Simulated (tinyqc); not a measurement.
# Frequency dispersion of an accumulation capacitance by border traps, distributed model: what changes with what

Traps spread evenly through the insulator exchange electrons with the semiconductor by tunnelling, with tau(x) = t0 exp(2 ka x) at depth x from the interface. The admittance per area Y seen at depth x obeys dY/dx = -Y^2/(i w eps0 eox) + q Nb ln(1 + i w tau)/tau, with Y(0) = i w Cs and w = 2 pi f; the gate sees Y(tox) = G + i w C. Working variable y = Y/(i w), in uF/cm^2. Cox = eps0 eox/tox.

Parameters, values chosen for the exercise; permittivity close to that of aluminium oxide:

| symbol | value | unit | meaning |
|---|---|---|---|
| eox | 8.4 |  | relative permittivity of the insulator |
| tox | 5.8 | nm | insulator thickness |
| Cs | 2.1 | uF/cm^2 | semiconductor capacitance in accumulation |
| Nb | 2.7e19 | cm^-3 eV^-1 | density of border traps |
| ka | 6.5 | 1/nm | decay constant of the wave function in the insulator |
| t0 | 4e-9 | s | time constant of a trap at the interface |
| f | 10000 | Hz | frequency |

Constants: q = 1.602176634e-19 C, eps0 = 8.8541878128e-14 F/cm where lengths are in cm. Results are converted to the units shown.

Each table varies one quantity; the others keep the values above.

## Capacitance and loss against frequency

Cox; trap-free value 1/(1/Cox + 1/Cs); response depth d = ln(1/(w t0))/(2 ka), where w tau = 1; lumped estimate: all traps within d act as C_bt = q Nb d placed at d/2, so C = 1/{1/[1/(1/Cs + d/(2 eps0 eox)) + C_bt] + (tox - d/2)/(eps0 eox)}. C and G from a fine integration; dispersion -d C/d log10 f over C, from f times and over 1.1. For a broad spread of time constants G/w is close to -(pi/2) dC/d ln w.

The same in every row: trap-free C (uF/cm^2) = 0.7962.

Capacitance and loss against frequency:
```
f (Hz),d (nm),C (uF/cm^2),G/w (uF/cm^2),dispersion (% a decade),-(pi/2) dC/d ln w (uF/cm^2),lumped C (uF/cm^2)
10,1.169,0.8903,0.01084,1.784,0.01084,0.8815
100,0.9918,0.8748,0.01031,1.726,0.01030,0.8670
1000,0.8147,0.8601,0.009797,1.669,0.009794,0.8530
10000,0.6376,0.8461,0.009309,1.612,0.009306,0.8396
1e5,0.4605,0.8328,0.008836,1.556,0.008839,0.8268
1e6,0.2834,0.8202,0.008339,1.499,0.008390,0.8145
1e7,0.1062,0.8082,0.007413,1.421,0.007835,0.8029
```

Read the table: what changes, and by how much?

C falls from 0.8903 to 0.8082 uF/cm^2, towards the trap-free 0.7962; each decade of frequency removes ln 10/(2 ka) = 0.177 nm from the response depth. The dispersion falls from 1.78 to 1.42 % a decade and G/w falls from 0.0108 to 0.00741 uF/cm^2. G/w lies between 0.946 and 1.00 times -(pi/2) dC/d ln w, the relation for a broad spread of time constants.

## Effect of the density of border traps

Same model as above.

The same in every row: d (nm) = 0.6376; trap-free C (uF/cm^2) = 0.7962.

Effect of the density of border traps:
```
Nb (cm^-3 eV^-1),C (uF/cm^2),G/w (uF/cm^2),dispersion (% a decade),-(pi/2) dC/d ln w (uF/cm^2),lumped C (uF/cm^2)
1e18,0.7982,3.999e-4,0.07341,3.997e-4,0.7979
2e18,0.8002,7.951e-4,0.1456,7.947e-4,0.7996
6e18,0.8080,0.002330,0.4225,0.002329,0.8064
1e19,0.8156,0.003793,0.6815,0.003792,0.8131
3e19,0.8512,0.01018,1.752,0.01017,0.8440
7e19,0.9111,0.01937,3.115,0.01936,0.8964
2e20,1.041,0.03274,4.590,0.03259,1.011
4e20,1.147,0.03727,4.718,0.03693,1.107
```

What does the table show?

As Nb goes from 1e18 to 4e20, C rises from 0.798 to 1.15 uF/cm^2, the dispersion rises from 0.0734 to 4.72 % a decade and G/w rises from 4.00e-4 to 0.0373 uF/cm^2. The lumped estimate is 0.033 % below C in the first row and 3.5 % below it in the last. The dispersion goes as Nb^(0.99) between the first two rows and Nb^(0.04) between the last two: dense traps near the interface screen those behind them.

Computed by the program tinyqc: `OMP_NUM_THREADS=1 python tinyqc.py 2202092 2202093 out.jsonl`, one thread of a shared Intel Xeon 2.30GHz, about 0.4 s for the whole run.
